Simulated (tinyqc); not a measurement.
# From gate capacitance C_g back to barrier thickness d

Model: charge control and current of a heterostructure field-effect transistor. Computed by tinyqc, a small Python program. Command: `OMP_NUM_THREADS=1 python tinyqc.py 3006715 3006716 out.jsonl hemt inv`. One thread of a shared host (Intel(R) Xeon(R) Processor @ 2.30GHz), about 0.02 s of CPU time with the checks.

Two subbands in a triangular well; E_F is counted from the conduction band edge of the channel at the interface.

Inputs (values chosen for the exercise, modelled on AlGaN/GaN):

| quantity | value | unit |
|---|---|---|
| channel mass m | 0.21 | m_0 |
| permittivity eps (barrier and channel) | 9.31 | - |
| Schottky barrier phi_B | 1.1 | eV |
| conduction band offset dE_c | 0.27 | eV |
| polarisation charge sigma/e | 8.9e+12 | 1/cm^2 |
| gate voltage V_G | 0 | V |
| temperature T | 400 | K |
| mixing | 0.5 | - |
| iteration cap | 200 | - |

Charge source: polarisation. Velocity law: smooth.

Constants: e = 1.602176634e-19 C; eps_0 = 8.8541878128e-12 F/m; k_B = 8.617333262e-05 eV/K; hbar = 1.054571817e-34 J s; m_0 = 9.1093837015e-31 kg; k_B = 1.380649e-23 J/K.

Method:
- Threshold V_T = phi_B - dE_c - sigma d/(eps eps_0) (in volts); C_b = eps eps_0/d.
- Charge control: n_s = C_b (V_G - V_T - E_F/e)/e. Well: mean field F = e n_s/(2 eps eps_0), E_i = (hbar^2/2m)^(1/3) [(3 pi e F/2)(i + 3/4)]^(2/3), i = 0, 1; n_s = D k_B T sum_i ln(1 + exp((E_F - E_i)/k_B T)), D = m/(pi hbar^2), which is solved in closed form for E_F.
- Iteration from n_s = C_b (V_G - V_T)/(2e): E_F from n_s, n_out from the charge control, n_new = n_s + mixing (n_out - n_s), kept above n_s/10; stop when |n_out/n_s - 1| < 1e-9.
- C_g = e dn_s/dV_G = 1/(1/C_b + 1/C_q), 1/C_q = d(E_F/e)/d(e n_s) by a central difference of +/- 0.1 % in n_s; added distance dd = eps eps_0/C_q.

Task: A run gave the result below. Find the barrier thickness d, known to lie between 17 and 44 nm.

gate capacitance C_g = 0.3079198 microfarad/cm^2

Result:

Each step takes the trial c = (a f_b - b f_a)/(f_b - f_a), f being the result less the target and a, b, c the logarithms of the listed values; c replaces end b, the old b replaces a if the sign of f changed, and otherwise f_a is halved.

Scan of the range:

| barrier thickness d (nm) | gate capacitance C_g (microfarad/cm^2) |
|---|---|
| 17.0 | 0.436859 |
| 19.9 | 0.379494 |
| 23.3 | 0.328617 |
| 27.3 | 0.283709 |
| 32.0 | 0.244376 |
| 37.6 | 0.209685 |
| 44.0 | 0.180388 |

False position (Illinois rule, in the logarithm of the input) inside the bracket:

| step | end a | end b | trial | gate capacitance C_g (microfarad/cm^2) |
|---|---|---|---|---|
| 1 | 23.3000 | 27.3000 | 25.0650 | 0.307179 |
| 2 | 23.3000 | 25.0650 | 24.9431 | 0.308571 |
| 3 | 25.0650 | 24.9431 | 25.0001 | 0.307919 |
| 4 | 24.9431 | 25.0001 | 25.0000 | 0.307920 |
| 5 | 24.9431 | 25.0000 | 25.0000 | 0.307920 |
| 6 | 25.0000 | 25.0000 | 25.0000 | 0.307920 |

Gate capacitance C_g falls at every point of a 13-point scan of the range (every second point is shown), so one value fits; it is bracketed by 23.3 and 27.3. Answer: barrier thickness d = 25.00 nm.

Caution: E_F lies above the conduction band minimum of the barrier, so electrons would spill into the barrier.
